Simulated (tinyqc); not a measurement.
Inside a calculation. Method: Hueckel theory of the pi electrons, for the molecule c1ccc2[nH]ccc2c1 (SMILES; centres numbered as the heavy atoms are written). Computed by tinyqc, a small Python program that keeps every step. Settings: charge = 0. Command: `OMP_NUM_THREADS=1 python tinyqc.py 20971 20972 out.jsonl` (the two numbers bound the seeds that draw the settings). One thread of a shared host (Intel(R) Xeon(R) Processor @ 2.60GHz), about 0.01 s of CPU time with the checks.

## The Hueckel matrix

Centres:
```
centre  z_r, pi electrons of the neutral centre         h
1C                                            1  0.000000
2C                                            1  0.000000
3C                                            1  0.000000
4C                                            1  0.000000
5N                                            2  1.440000
6C                                            1  0.000000
7C                                            1  0.000000
8C                                            1  0.000000
9C                                            1  0.000000
```

Bonds:
```
i  j         k
1  2         1
2  3         1
3  4         1
4  5  0.730000
5  6  0.730000
6  7         1
7  8         1
8  9         1
9  1         1
8  4         1
```

H_rr = alpha + h_r beta, H_rs = k_rs beta for bonded centres.

Hueckel matrix in units of beta (H = alpha + beta A):
```
          1C        2C        3C        4C        5N        6C        7C        8C
1C  0.000000  1.000000  0.000000  0.000000  0.000000  0.000000  0.000000  0.000000
2C  1.000000  0.000000  1.000000  0.000000  0.000000  0.000000  0.000000  0.000000
3C  0.000000  1.000000  0.000000  1.000000  0.000000  0.000000  0.000000  0.000000
4C  0.000000  0.000000  1.000000  0.000000  0.730000  0.000000  0.000000  1.000000
5N  0.000000  0.000000  0.000000  0.730000  1.440000  0.730000  0.000000  0.000000
6C  0.000000  0.000000  0.000000  0.000000  0.730000  0.000000  1.000000  0.000000
7C  0.000000  0.000000  0.000000  0.000000  0.000000  1.000000  0.000000  1.000000
8C  0.000000  0.000000  0.000000  1.000000  0.000000  0.000000  1.000000  0.000000
9C  1.000000  0.000000  0.000000  0.000000  0.000000  0.000000  0.000000  1.000000

          9C
1C  1.000000
2C  0.000000
3C  0.000000
4C  0.000000
5N  0.000000
6C  0.000000
7C  0.000000
8C  1.000000
9C  0.000000
```

## Orbitals

pi electrons, sum of z_r less the charge = 10

Diagonalise; E = alpha + x beta with beta < 0, so the largest x are filled first; degenerate levels share their electrons. P = sum n_i c_ri c_si; each orbital has its largest coefficient positive (the first on a tie).

x values: [2.405350, 1.738187, 1.321693, 0.860763, 0.605933, -0.811525, -1.084972, -1.448449, -2.146979]

occupations: [2.000000, 2.000000, 2.000000, 2.000000, 2.000000, 0.000000, 0.000000, 0.000000, 0.000000]

coefficients:
```
         MO1        MO2        MO3        MO4        MO5        MO6        MO7        MO8
1C  0.173628  -0.444930  -0.114883   0.520080  -0.029472  -0.055586   0.550549   0.275148
2C  0.179081  -0.391900  -0.401520   0.148802   0.374219  -0.395121  -0.215943  -0.439516
3C  0.257124  -0.236265  -0.415803  -0.391996   0.256224   0.376237  -0.316257   0.361468
4C  0.439392  -0.018773  -0.148043  -0.486218  -0.218964   0.089795   0.559073  -0.084052
5N  0.547375   0.577770  -0.307874   0.323708  -0.247673  -0.201967  -0.210366   0.129835
6C  0.284456   0.254778   0.197939   0.229364   0.501946   0.533129   0.168556  -0.429676
7C  0.284632   0.021079   0.486362  -0.038879   0.484947  -0.285211  -0.029311   0.527584
8C  0.400183  -0.218138   0.444883  -0.262830  -0.208100  -0.301672  -0.136754  -0.334503
9C  0.238556  -0.381471   0.249679   0.298863  -0.392077   0.440231  -0.381388   0.040978

          MO9
1C   0.324715
2C  -0.308250
3C   0.337091
4C  -0.415477
5N   0.061193
6C   0.114794
7C  -0.291131
8C   0.510258
9C  -0.388906
```

charge and bond-order matrix P:
```
           1C         2C         3C         4C         5N         6C         7C         8C
1C   1.025318   0.635899  -0.027774  -0.289535   0.097992   0.035572  -0.100692  -0.030259
2C   0.635899   1.018111   0.686290  -0.017610  -0.098603   0.187169   0.046236  -0.276921
3C  -0.027774   0.686290   1.028275   0.626924  -0.116202  -0.061315   0.010940   0.038319
4C  -0.289535  -0.017610   0.626924   0.999376   0.344166  -0.261057  -0.069232   0.574859
5N   0.097992  -0.098603  -0.116202   0.344166   1.788707   0.383791  -0.228906  -0.154981
6C   0.035572   0.187169  -0.061315  -0.261057   0.383791   0.979128   0.834210  -0.036843
7C  -0.100692   0.046236   0.010940  -0.069232  -0.228906   0.834210   1.109386   0.469963
8C  -0.030259  -0.276921   0.038319   0.574859  -0.154981  -0.036843   0.469963   1.036073
9C   0.698904  -0.020566  -0.339927   0.031112   0.054318  -0.216327  -0.040924   0.585598

           9C
1C   0.698904
2C  -0.020566
3C  -0.339927
4C   0.031112
5N   0.054318
6C  -0.216327
7C  -0.040924
8C   0.585598
9C   1.015626
```

## Energy, charges, bond orders

E = sum n x; q_r = z_r - P_rr; bond order p = P_rs; free valence = sqrt(3) - sum of p over the bonds of the atom.

pi energy = 10 alpha + this times beta = 13.863851

pi charges: 1C -0.025318, 2C -0.018111, 3C -0.028275, 4C 0.000624, 5N 0.211293, 6C 0.020872, 7C -0.109386, 8C -0.036073, 9C -0.015626

Bond orders and lengths from R = 1.517 - 0.180 p (angstrom, C-C alone):
```
bond         p         R
1-2   0.635899  1.402538
2-3   0.686290  1.393468
3-4   0.626924  1.404154
4-5   0.344166         -
5-6   0.383791         -
6-7   0.834210  1.366842
7-8   0.469963  1.432407
8-9   0.585598  1.411592
9-1   0.698904  1.391197
8-4   0.574859  1.413525
```

free valence of the carbons: 1C 0.397248, 2C 0.409862, 3C 0.418836, 4C 0.186102, 6C 0.514050, 7C 0.427877, 8C 0.101631, 9C 0.447549

gap between the highest filled and the next level = 1.417458 |beta|
